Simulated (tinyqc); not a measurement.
From results back to parameters: statistics of electrons in three, two and one dimensions. Three cases, with inputs chosen for the exercise.

Problem. A sheet with one subband has n2 = (2/lambda^2) ln(1 + exp(eta)).

One band edge at E = 0, lambda = sqrt(4 pi c/(m1 kT)) with c = hbar^2/2m0. Densities with spin: n3 = (2/lambda^3) F_1/2(eta), n2 = (2/lambda^2) F_0(eta) with F_0 = ln(1 + exp(eta)), n1 = (2/lambda) F_-1/2(eta). F_j(eta) = (1/Gamma(j + 1)) integral_0^infinity x^j dx/(1 + exp(x - eta)), which tends to exp(eta) for eta << 0.

Constants: hbar^2/2m0 = 3.80998211 eV angstrom^2; kB = 8.617333262e-05 eV/K.

Find: n2 lambda^2/2; eta; EF above the subband edge.

Method. eta = ln(exp(n2 lambda^2/2) - 1), with n2 in 1/angstrom^2.

Case 1.

Values chosen (out of a larger set: near those of Ge, lowest valleys alone; not measured data): m1 = 0.0807 m0 (mass of one isotropic band with spin); T = 200 K.

n2 = 3.14725e+11 1/cm^2

Solution.

n2 lambda^2/2 = 0.5417
eta = -0.330
EF above the subband edge = -5.69 meV

Case 2.

Values chosen (out of a larger set: near those of Ge, lowest valleys alone; not measured data): m1 = 0.0812 m0 (mass of one isotropic band with spin); T = 300 K.

n2 = 3.84305e+12 1/cm^2

Solution.

n2 lambda^2/2 = 4.3826
eta = 4.370
EF above the subband edge = 112.97 meV

Case 3.

Values chosen (out of a larger set: near those of Si, lowest valleys alone; not measured data): m1 = 0.191 m0 (mass of one isotropic band with spin); T = 300 K.

n2 = 1.63496e+12 1/cm^2

Solution.

n2 lambda^2/2 = 0.7927
eta = 0.190
EF above the subband edge = 4.91 meV

Computed by tinyqc, one run a case: `OMP_NUM_THREADS=1 python tinyqc.py N N+1 out.jsonl` with N = 1651136, 1651238, 1651331; one thread of a shared Intel(R) Xeon(R) Processor @ 2.30GHz, about 0.01 s a run at most.
